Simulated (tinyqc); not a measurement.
Eight-band Kane k.p model with strain: one step. Strain of a layer grown coherently on a (110) face. Two cases, with inputs chosen for the exercise.

Question. e_par = (a_sub - a)/a in the plane; no stress along the normal: e_perp = -(C11 + 3 C12 - 2 C44)/(C11 + C12 + 2 C44) e_par; exx = eyy = (e_par + e_perp)/2, ezz = e_par, exy = (e_perp - e_par)/2, eyz = ezx = 0.

Give: e_par; e_perp; strain tensor in the cubic axes.

Case 1.

Values chosen (near those of InP; shifted at random, so the results belong to these values and not to a real crystal):
- a = 5.878 angstrom (lattice constant)
- a_sub = 5.951 angstrom (lattice constant of the substrate)
- C11 = 99.5 GPa
- C12 = 56.7 GPa
- C44 = 43.8 GPa
- face = 110 (growth face)

Answer.

e_par = 0.012419
e_perp = -0.009271

strain tensor in the cubic axes:
```
           x          y         z
x   0.001574  -0.010845  0.000000
y  -0.010845   0.001574  0.000000
z   0.000000   0.000000  0.012419
```

The layer is under tension in the plane; its volume changes by +1.557 %.

Case 2.

Values chosen (near those of GaAs; shifted at random, so the results belong to these values and not to a real crystal):
- a = 5.661 angstrom (lattice constant)
- a_sub = 5.619 angstrom (lattice constant of the substrate)
- C11 = 124.3 GPa
- C12 = 58 GPa
- C44 = 59.1 GPa
- face = 110 (growth face)

Answer.

e_par = -0.007419
e_perp = 0.004447

strain tensor in the cubic axes:
```
           x          y          z
x  -0.001486   0.005933   0.000000
y   0.005933  -0.001486   0.000000
z   0.000000   0.000000  -0.007419
```

The layer is under compression in the plane; its volume changes by -1.039 %.

Computed by tinyqc, one run a case: `OMP_NUM_THREADS=1 python tinyqc.py N N+1 out.jsonl` with N = 1080638, 1080762; one thread of a shared Intel(R) Xeon(R) Processor @ 2.30GHz, about 0.09 s a run at most.
